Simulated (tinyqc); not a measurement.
Power transistor in saturation, electro-thermal loop: one step of the calculation.

One temperature T for the device, T = T0 + Rth P(T), with P(T) = V I0 (T/300 K)^(-al) [1 + kv (T - 300 K)/Vov]^2. The loop gain is Rth dP/dT; a solution is thermally stable when it is below one.

Problem. Loop gain and effective thermal resistance. P(T) = V I0 (T/300 K)^(-al) [1 + kv (T - 300 K)/Vov]^2; P'(T) = P [-al/T + 2 kv/(Vov + kv (T - 300 K))]; G = Rth P'. A small change of T0 changes T by 1/(1 - G) times as much.

Parameters, values chosen for the exercise:
- V = 28 V (drain voltage)
- I0 = 0.06 A (saturation current at 300 K)
- al = 1.1 (exponent of the mobility)
- Vov = 1 V (overdrive at 300 K)
- kv = 1.6 mV/K (fall of the threshold with temperature)
- Rth = 120 K/W (thermal resistance)

converged T = 500.27733 K

Wanted: P; G; dT/dT0.

Solution.

P = 1.669 W
G = 0.04499
dT/dT0 = 1.047

The feedback is positive: heating raises the power.

tinyqc, about 0.01 s, one thread, Intel Xeon 2.30GHz (shared host): `OMP_NUM_THREADS=1 python tinyqc.py 2520048 2520049 out.jsonl`
